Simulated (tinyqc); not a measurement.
Weaire-Thorpe hybrids on a Bethe lattice: gap and dangling bond of an amorphous tetrahedral solid: sweeps and comparisons. A value that a table varies takes the place of the one given here.

Four sp3 hybrids an atom at energy 0, coupled by -V1 on the atom and by -V2 along a bond; the bonds form a tree (no rings). For any network the gap runs at least from -V2 + V1 to V2 - 3 V1, and p-like states pile up at -V2 + V1 and V2 + V1. On the tree the gap is wider: it ends at Ec = -V1 + sqrt(V2^2 + 4 V1^2 - 2 sqrt3 V1 V2), which makes it well wider than the gaps of the real glasses. A branch seen from a hybrid has the self-energy S = V2^2 g, where g is the Green function of the hybrid across the bond, whose three partners carry S themselves. With a = z - V1, b = a - S: g = 1/(a + V1 b/(b + 3 V1)), z = E + i eta. A full atom has G = (1/b)(b + 3 V1)/(b + 4 V1) per hybrid; a dangling hybrid with shift dh has G = 1/(1/g - dh).

Values chosen for the exercise (of the size of tabulated hybrid energies for amorphous germanium; the results hold for these values, not for the real material):

| symbol | value | unit | meaning |
|---|---|---|---|
| V1 | 1.9 | eV | coupling of two hybrids on one atom |
| V2 | 4.39 | eV | coupling of the two hybrids of a bond |
| eta | 0.03 | eV | broadening |
| dh | -0.87 | eV | shift of the dangling hybrid (rehybridisation) |
| VH | 5.3 | eV | coupling to a hydrogen atom |
| eH | -3.4 | eV | hydrogen level |
| E1s | -3.7 | eV | first energy |
| dE | 0.43 | eV | step |

## Bulk, dangling and hydrogenated hybrids across the gap

edges (eV): Ev -2.49000, Ec(bound) -1.31000, Ec(tree) 0.29500

Thirteen energies E1s + j dE. With hydrogen the hybrid gains the self-energy VH^2/(z - eH) and dh = 0.

Density per hybrid (1/eV):

| E (eV) | bulk | dangling | with hydrogen |
|---|---|---|---|
| -3.70 | 0.0022 | 0.0011 | 0.0004 |
| -3.27 | 0.0043 | 0.0010 | 0.0003 |
| -2.84 | 0.0196 | 0.0012 | 0.0003 |
| -2.41 | 0.3273 | 0.0016 | 0.0003 |
| -1.98 | 0.0094 | 0.0025 | 0.0003 |
| -1.55 | 0.0030 | 0.0047 | 0.0003 |
| -1.12 | 0.0016 | 0.0122 | 0.0003 |
| -0.69 | 0.0011 | 0.0896 | 0.0004 |
| -0.26 | 0.0010 | 0.1543 | 0.0005 |
| 0.17 | 0.0016 | 0.0174 | 0.0009 |
| 0.60 | 0.0198 | 0.0607 | 0.0099 |
| 1.03 | 0.0275 | 0.0656 | 0.0180 |
| 1.46 | 0.0319 | 0.0634 | 0.0266 |

What can be read from the table?

Between Ev = -2.49 and Ec = 0.30 eV the bulk density is a broadening tail (least 0.0010). The dangling hybrid reaches 0.154 at -0.26 eV among these rows; its level lies at -0.445 eV, and the peak there, of width eta, is far higher unless a row falls on it. With hydrogen the largest value on the rows inside the gap, more than 0.05 eV from an edge, is 0.0009, and 1/g = VH^2/(E - eH) has no root in the gap: the state has gone into a bonding level below and an antibonding one above.

## Level against rehybridisation

Root of 1/g(E) = dh for eta = 0 in the gap of the tree, between Ev = -V2 + V1 and Ec; a dash: none. A flatter atom makes the hybrid more p-like (dh > 0, up to V1), a more pyramidal one more s-like (dh < 0).

Level:

| dh (eV) | E (eV) | above Ev (eV) | weight |
|---|---|---|---|
| -3.0 | -1.7256 | 0.7644 | 0.590 |
| -2.5 | -1.4259 | 1.0641 | 0.607 |
| -2.0 | -1.1206 | 1.3694 | 0.612 |
| -1.5 | -0.8159 | 1.6741 | 0.604 |
| -1.0 | -0.5198 | 1.9702 | 0.577 |
| -0.5 | -0.2428 | 2.2472 | 0.526 |
| 0.0 | 0.0000 | 2.4900 | 0.438 |
| 0.5 | 0.1866 | 2.6766 | 0.298 |
| 1.0 | 0.2868 | 2.7768 | 0.091 |

What does this show?

A level exists for 9 of the 9 rows, from dh = -3 (0.764 eV above Ev) to 1 (2.777 eV); the gap of the tree is 2.785 eV. Its slope dE/d(dh) is the weight, largest at dh = -2 (0.61). A level that rises as the atom flattens is why an emptied dangling bond relaxes flat and a doubly filled one pyramidal.

## Stretching the bonds

V2 is scaled as (d0/d)^2 and V1 stays. Bound 2 V2 - 4 V1; tree V2 - 2 V1 + sqrt(V2^2 + 4 V1^2 - 2 sqrt3 V1 V2); a negative bound means that a network with rings may have no gap.

Against d/d0:

| d/d0 | V2 (eV) | V2/V1 | bound (eV) | tree (eV) |
|---|---|---|---|---|
| 0.96 | 4.763 | 2.507 | 1.927 | 3.367 |
| 0.98 | 4.571 | 2.406 | 1.542 | 3.062 |
| 1.00 | 4.390 | 2.311 | 1.180 | 2.785 |
| 1.02 | 4.220 | 2.221 | 0.839 | 2.534 |
| 1.04 | 4.059 | 2.136 | 0.518 | 2.308 |
| 1.07 | 3.834 | 2.018 | 0.069 | 2.011 |
| 1.10 | 3.628 | 1.910 | -0.344 | 1.758 |
| 1.15 | 3.319 | 1.747 | -0.961 | 1.420 |

What can be read from the table?

The bound falls by 176 meV for each per cent of stretch near d0 and vanishes at d/d0 = 1.075, inside the table. Weak, stretched bonds therefore put states closest to the edges, one origin of band tails.

## What each parameter does

Ev = -V2 + V1, conduction edge of the tree -V1 + sqrt(V2^2 + 4 V1^2 - 2 sqrt3 V1 V2), and the level that solves 1/g(E) = dh for eta = 0. Each row changes one parameter from the base and keeps the others.

Results:

| case | Ev (eV) | Ec (eV) | level (eV) | weight |
|---|---|---|---|---|
| base | -2.4900 | 0.2950 | -0.4454 | 0.567 |
| V1 = 1.82 eV | -2.5700 | 0.3810 | -0.4774 | 0.596 |
| V2 = 4.54 eV | -2.6400 | 0.3738 | -0.4692 | 0.587 |
| dh = -0.97 eV | -2.4900 | 0.2950 | -0.5025 | 0.575 |

What can be read from the table?

The largest shifts from the base row, up to three for each result and ties (the steps differ in size, so this ranks the rows, not the parameters). Ev (eV): V2 -0.1500, V1 -0.0800; unchanged at the printed digits by dh. Ec (eV): V1 +0.0860, V2 +0.0788; unchanged at the printed digits by dh. level (eV): dh -0.0571, V1 -0.0320, V2 -0.0238. weight: V1 +0.029, V2 +0.021, dh +0.008.

Computed by tinyqc, a small Python program: `OMP_NUM_THREADS=1 python tinyqc.py 1451269 1451270 out.jsonl` (the numbers bound the seed that draws the inputs); one thread of a shared host (Intel(R) Xeon(R) Processor @ 2.30GHz), about 0.03 s for the whole set of steps.
